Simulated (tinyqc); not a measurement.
# Schottky barrier on an n-type semiconductor, non-linear Poisson equation by Newton steps, step by step

tinyqc, about 0.05 s, one thread, Intel Xeon 2.30GHz (shared host): `OMP_NUM_THREADS=1 python tinyqc.py 2020029 2020030 out.jsonl` Printed values are rounded.

One dimension, metal at x = 0, donor density C(x) = Nd, uniform. Energies are counted from the electron Fermi level of the semiconductor and the conduction-band edge is Ec = -psi, so n = Nc exp(psi/Vt); holes follow the Fermi level of the metal, at -V, so p = Nv exp((V - psi - Eg)/Vt). Ends: psi(0) = V - phiB and psi = Vt ln(Nd/Nc) deep inside. Boltzmann statistics, full ionisation, no current, no image force in the Poisson equation.

Inputs (values chosen for the exercise); band and dielectric values close to those of cadmium telluride: temperature T = 300 K; band gap Eg = 1.48 eV; relative permittivity eps_r = 10; conduction-band density of states at T Nc = 7.89e17 cm^-3; valence-band density of states at T Nv = 1.83e19 cm^-3; donor density deep in the semiconductor Nd = 6e15 cm^-3; barrier height phiB = 0.83 eV; bias of the metal against the semiconductor V = 0.1 V.

Constants: q = 1.602176634e-19 C, kB = 1.380649e-23 J/K, Vt = kB T/q, eps0 = 8.8541878128e-14 F/cm where lengths are in cm. Results are converted to the units shown.

## End potentials, built-in voltage, Debye length

psi_0 = V - phiB, psi_b = Vt ln(Nd/Nc), Vbi = phiB - Vt ln(Nc/Nd), LD = sqrt(eps0 eps_r Vt/(q Nd)), W = sqrt(2 eps0 eps_r (Vbi - V)/(q Nd)), hole density at the metal p_0 = Nv exp((phiB - Eg)/Vt).

psi_0 = -0.73 V
psi_b = -0.1261321 V
Vbi = 0.7038679 V
LD = 48.79672 nm
W for uniform Nd = 333.5259 nm
p_0 = 2.202580e8 cm^-3

The hole density at the metal is 3.7e-8 times Nd, so holes hardly matter.

## Doping on the mesh

```
node,x (nm)
0,0
1,43
2,92.5
3,149
4,215
5,290
6,377
7,477
8,591
9,723
10,875
```

C = Nd, uniform, taken at the nodes.

```
node,donor density C (cm^-3)
0,6e15
1,6e15
2,6e15
3,6e15
4,6e15
5,6e15
6,6e15
7,6e15
8,6e15
9,6e15
10,6e15
```

## Couplings between neighbouring nodes

a_i = eps0 eps_r/h_i for the interval from node i to i + 1, with h_i = x_(i+1) - x_i in cm.

```
interval,coupling a_i (F/cm^2)
0,2.059113e-7
1,1.788725e-7
2,1.567113e-7
3,1.341544e-7
4,1.180558e-7
5,1.017723e-7
6,8.854188e-8
7,7.766831e-8
8,6.707718e-8
9,5.825124e-8
```

## Starting potential

A straight line in x from psi_0 = V - phiB to psi_b = Vt ln(Nd/Nc).

```
node,psi at the start (V)
0,-0.7300000
1,-0.7003242
2,-0.6661625
3,-0.6271699
4,-0.5816210
5,-0.5298609
6,-0.4698192
7,-0.4008057
8,-0.3221304
9,-0.2310326
10,-0.1261321
```

## Iteration 1: densities, residual and Jacobian diagonal

n_i = Nc exp(psi_i/Vt), p_i = Nv exp((V - psi_i - Eg)/Vt), rho_i = p_i - n_i + C_i, g_i = (n_i + p_i)/Vt. Box widths w_i = (h_(i-1) + h_i)/2 in cm. Residual F_i = a_i (psi_(i+1) - psi_i) - a_(i-1) (psi_i - psi_(i-1)) + q rho_i w_i; Jacobian: a_(i-1) and a_i beside the diagonal, b_i = -a_(i-1) - a_i - q g_i w_i on it. The two end nodes are fixed.

```
node,n (cm^-3),p (cm^-3)
0,4.301469e5,2.202580e8
1,1.355652e6,6.988762e7
2,5.082050e6,1.864273e7
3,2.296604e7,4.125365e6
4,1.337438e8,7.083936e5
5,9.903879e8,95662.81
6,1.010327e10,9377.488
7,1.458268e11,649.6975
8,3.058618e12,30.97585
9,1.037291e14,0.9133721
10,6e15,0.01579055
```

```
node,residual F (C/cm^2),diagonal b (F/cm^2)
1,4.446040e-9,-3.847838e-7
2,5.094922e-9,-3.355838e-7
3,5.887999e-9,-2.908657e-7
4,6.777207e-9,-2.522102e-7
5,7.786577e-9,-2.198282e-7
6,8.988196e-9,-1.903147e-7
7,1.028572e-8,-1.662199e-7
8,1.181804e-8,-1.449787e-7
9,1.341455e-8,-1.344570e-7
```

## Iteration 1: Newton step

Solve the tridiagonal system a_(i-1) d_(i-1) + b_i d_i + a_i d_(i+1) = -F_i for nodes 1 to 9, with d = 0 on fixed nodes. Each component d is damped to sign(d) Vt ln(1 + |d|/Vt) before it is added.

```
node,"Newton step d, before damping (V)"
1,0.1896396
2,0.3830898
3,0.5713851
4,0.7474509
5,0.8901189
6,0.9791044
7,0.9798796
8,0.8484539
9,0.5230403
```

```
node,psi after iteration 1 (V)
0,-0.7300000
1,-0.6455042
2,-0.5947804
3,-0.5459965
4,-0.4937686
5,-0.4376314
6,-0.3751928
7,-0.3061594
8,-0.2311044
9,-0.1520414
10,-0.1261321
```

## Iteration 2: densities, residual and Jacobian diagonal

As before.

```
node,n (cm^-3),p (cm^-3)
0,4.301469e5,2.202580e8
1,1.130016e7,8.384246e6
2,8.039080e7,1.178534e6
3,5.305651e8,1.785705e5
4,4.000638e9,23682.04
5,3.509077e10,2699.949
6,3.927489e11,241.2312
7,5.673162e12,16.70026
8,1.034414e14,0.9159125
9,2.202387e15,0.04301845
10,6e15,0.01579055
```

```
node,residual F (C/cm^2),diagonal b (F/cm^2)
1,-3.879525e-9,-3.847838e-7
2,3.666812e-9,-3.355838e-7
3,5.249626e-9,-2.908657e-7
4,6.397923e-9,-2.522104e-7
5,7.513725e-9,-2.198299e-7
6,8.745453e-9,-1.903369e-7
7,9.993299e-9,-1.665864e-7
8,1.109414e-8,-1.526308e-7
9,4.845845e-9,-3.191483e-7
```

## Iteration 2: Newton step

As before.

```
node,"Newton step d, before damping (V)"
1,0.1112956
2,0.2611038
3,0.4086985
4,0.5419787
5,0.6392404
6,0.6782461
7,0.6244827
8,0.4375509
9,0.1071462
```

```
node,psi after iteration 2 (V)
0,-0.7300000
1,-0.6023657
2,-0.5325562
3,-0.4730442
4,-0.4139005
5,-0.3536761
6,-0.2897641
7,-0.2227842
8,-0.1564901
9,-0.1096972
10,-0.1261321
```

## Course of the Newton iteration

Stop when the largest undamped |d| is below 1e-9 V, or after 80 iterations.

Course of the iteration:
```
iteration,largest |F| (C/cm^2),largest |d| (V),at node
1,1.34e-8,0.980,7
2,1.11e-8,0.678,6
3,1.62e-8,0.405,5
4,1.06e-8,0.221,5
5,5.85e-9,0.0990,5
6,3.80e-9,0.0366,4
7,1.65e-9,9.48e-3,4
8,2.68e-10,1.07e-3,4
9,5.28e-12,1.92e-5,4
10,1.82e-15,6.68e-9,4
11,< 1e-20,< 1e-13,4
```

Converged in 11 iterations. Once the step is below 0.1 Vt, 3 more iteration(s) reach the threshold: near the solution the error is roughly squared each time.

## Converged densities, field and barrier lowering

```
node,converged psi (V)
0,-0.7300000
1,-0.5872158
2,-0.4477039
3,-0.3209744
4,-0.2168028
5,-0.1541118
6,-0.1319774
7,-0.1270787
8,-0.1262558
9,-0.1261448
10,-0.1261321
```

n and p as above; E_i = -(psi_(i+1) - psi_i)/h_i; at the metal |E_0| = |E on interval 0| + q rho_0 (h_0/2)/(eps0 eps_r), rho_0 = p_0 - n_0 + C_0; image-force lowering dphi = sqrt(q |E_0|/(4 pi eps0 eps_r)).

```
node,n (cm^-3),p (cm^-3)
0,4.301469e5,2.202580e8
1,1.077173e8,8.795551e5
2,2.376744e10,3986.264
3,3.198483e12,29.62132
4,1.798666e14,0.5267419
5,2.032886e15,0.04660531
6,4.785794e15,0.01979678
7,5.784272e15,0.01637947
8,5.971348e15,0.01586631
9,5.997052e15,0.01579831
10,6e15,0.01579055
```

```
interval,field E (kV/cm)
0,-33.20562
1,-28.18422
2,-22.43000
3,-15.78358
4,-8.35880
5,-2.54418
6,-0.48987
7,-0.07218
8,-0.00841
9,-0.00084
```

|E_0| at the metal = 35.53989 kV/cm
image-force lowering = 22.62215 mV

A mesh of about 1000 nodes or more gives |E_0| = 35.43 kV/cm; the 11-node value is 0.32 % above it.

## Check against the first integral

First integral for uniform doping: E_0^2 = (2 q/(eps0 eps_r)) [Nd (U - Vt + Vt exp(-U/Vt)) + Vt p_0], U = Vbi - V, Vbi = phiB - Vt ln(Nc/Nd), p_0 = Nv exp((phiB - Eg)/Vt) (deep holes neglected). Image-force lowering dphi = sqrt(q E_0/(4 pi eps0 eps_r)), at x_m = sqrt(q/(16 pi eps0 eps_r E_0)). Depletion approximation: E = sqrt(2 q Nd U/(eps0 eps_r)).

E_0 = 35.42757 kV/cm
dphi = 22.58638 mV
x_m = 3.187684 nm
field in the depletion approximation = 36.21116 kV/cm

The depletion approximation is 2.2 % above the exact field. The lowering is 0.87 Vt, a factor of 2.40 in a thermionic current.
